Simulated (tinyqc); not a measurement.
Choosing the offset: vacuum evaporation: vapour pressure, source flux, thickness distribution, purity and step coverage. Computed by tinyqc, a small Python program. Command: `OMP_NUM_THREADS=1 python tinyqc.py 3110714 3110715 out.jsonl evap walk`. One thread of a shared host (Intel(R) Xeon(R) Processor @ 2.30GHz), about 0.01 s of CPU time with the checks.

Molecular flow, unit sticking of the metal, no re-evaporation. The background gas is taken as water vapour (18.015 g/mol, collision diameter 0.37 nm) at 300 K.

Inputs (values chosen for the exercise, modelled on germanium, with constants for the liquid): directionality n = 1; source-to-wafer distance h = 33 cm; wafer radius R = 15 cm.

Method. Rotating wafer, source offset by s and facing upwards: thickness at radius r is the mean over the angle a of (1 + (r^2 + s^2 - 2 r s cos a)/h^2)^(-(n + 3)/2), by 360 equal steps; non-uniformity (max - min)/(max + min) over 21 radii from 0 to R. The curvature at the centre vanishes at s/h = sqrt(2/(n + 3)).

Against the offset:
```
s/h  centre thickness  edge over centre  non-uniformity (%)
0.0            1.0000            0.6869              18.564
0.2            0.9246            0.7188              16.360
0.4            0.7432            0.8044              10.841
0.5            0.6400            0.8588               7.598
0.6            0.5407            0.9148               4.448
0.7            0.4504            0.9682               1.614
0.8            0.3718            1.0156               0.828
0.9            0.3052            1.0551               2.679
1.1            0.2047            1.1085               5.144
```

The best row, s/h = 0.8, has 0.83 % against 19 % on the axis, at the price of a rate lower by a factor 2.69; the small-wafer optimum is sqrt(2/(n + 3)) = 0.71.

Extremes, crossings and ranges named in words are read from the listed rows.
